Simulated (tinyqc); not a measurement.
What moves the results: buckled dimers of a reconstructed (001) surface, two dangling bonds a dimer. A value that a table varies takes the place of the one given here.

In a dimer one atom moves up by z and the other down by z; the dangling bond of the up atom (more s-like) falls by gm z and that of the down atom rises by gm z. With all dimers tilted alike: H(k) = [[-gm z - 2 ta cos k, -tp - 2 tx cos k], [., gm z - 2 ta cos k]], k along the row in 1/a. Two electrons a dimer fill the lowest N of the 2N levels on the mesh k_j = (j + 1/2) pi/N. Total energy a dimer: W(z) = (2/N) sum of the filled levels + kf z^2. Repulsion between electrons is left out.

Parameters, chosen for this exercise (of the size met on diamond (001); not measured data):
- tp = 1.1 eV (pi coupling inside a dimer)
- ta = 0.1 eV (coupling between like atoms along the row)
- tx = 0.03 eV (diagonal coupling along the row)
- gm = 2.14 eV/angstrom (shift of a dangling bond with height)
- kf = 9.9 eV/angstrom^2 (force constant of buckling)
- N = 16 (k points)

## Energy against buckling

W relative to z = 0; gap as lowest upper less highest lower level on 201 points from 0 to pi.

Per dimer (eV):
```
z (angstrom)  band energy  elastic       W     gap
0.00               0.0000   0.0000  0.0000  1.8000
0.05              -0.0104   0.0248  0.0144  1.8104
0.10              -0.0413   0.0990  0.0577  1.8414
0.15              -0.0919   0.2228  0.1309  1.8920
0.20              -0.1609   0.3960  0.2351  1.9611
0.30              -0.3476   0.8910  0.5434  2.1480
0.40              -0.5881   1.5840  0.9959  2.3886
0.50              -0.8697   2.4750  1.6053  2.6703
0.60              -1.1821   3.5640  2.3819  2.9827
```

No row lies below the flat dimer. The band energy falls as z^2 at first and linearly, as -2 gm z, once gm z is far above tp, so the elastic term always wins at large z. The gap is open at all z.

## Strong pi bonds keep dimers flat

tp is varied; z minimises W on 0 to 1 angstrom; gap on 201 points; charge moved: the mean of gm z/sqrt((gm z)^2 + h^2) over the mesh, h the off-diagonal element.

Against tp:
```
tp (eV)  z (angstrom)  gain (eV)  gap (eV)  charge moved (e)
0.10           0.2102     0.2008    0.5292             0.973
0.20           0.1945     0.1522    0.5298             0.900
0.30           0.1648     0.0594    0.5307             0.763
0.45           0.0567     0.0006    0.5327             0.262
0.60           0.0000     0.0000    0.8000             0.000
0.80           0.0000     0.0000    1.2000             0.000
1.00           0.0000     0.0000    1.6000             0.000
1.30           0.0000     0.0000    2.2000             0.000
1.60           0.0000     0.0000    2.8000             0.000
```

Dimers buckle for tp up to 0.45 eV among these rows; for an isolated dimer the limit is gm^2/kf = 0.463 eV. While buckled, the splitting, on average over k, stays near 2 gm^2/kf = 0.925 eV whatever tp is, and beyond the limit it follows 2 tp; the gap is smaller by the width of the bands, about 4 ta = 0.40 eV.

## Tilting alike or in alternation

Alternation doubles the cell: sites L1, R1, L2, R2 with levels -gm z, +gm z, +gm z, -gm z, -tp inside a dimer, -2 ta cos k between L1-L2 and R1-R2, -2 tx cos k between L1-R2 and R1-L2, on k_j = (j + 1/2) pi/(2N); the lowest half of the levels is filled. Energies a dimer; gaps on these meshes.

Two patterns:
```
z (angstrom)  W alike (eV)  W alternating (eV)  difference (meV)  gap alike (eV)  gap alternating (eV)
0.05               -2.1856             -2.1858              -0.2          1.8123                1.8132
0.10               -2.1423             -2.1429              -0.6          1.8433                1.8507
0.15               -2.0691             -2.0704              -1.3          1.8939                1.9115
0.20               -1.9649             -1.9669              -2.1          1.9630                1.9936
0.30               -1.6566             -1.6603              -3.7          2.1499                2.2114
0.40               -1.2041             -1.2091              -5.0          2.3905                2.4845
0.50               -0.5947             -0.6005              -5.8          2.6722                2.7967
```

The lowest W listed is -2.1856 eV for like tilts and -2.1858 eV for alternation (both in the first row: W rises with z, so these dimers stay nearly flat); the difference at equal z runs from -5.8 to -0.2 meV. With alternation ta joins filled up atoms to empty down atoms and gains energy in second order, about 2 ta^2/(gm z) a dimer at large z, while tx does so for like tilts; here ta = 0.1 and tx = 0.03 eV. At z = 0.3 the gap is 2.150 eV alike and 2.211 eV alternating.

tinyqc: `OMP_NUM_THREADS=1 python tinyqc.py 1450202 1450203 out.jsonl`; about 0.02 s, one thread, shared Intel(R) Xeon(R) Processor @ 2.30GHz.
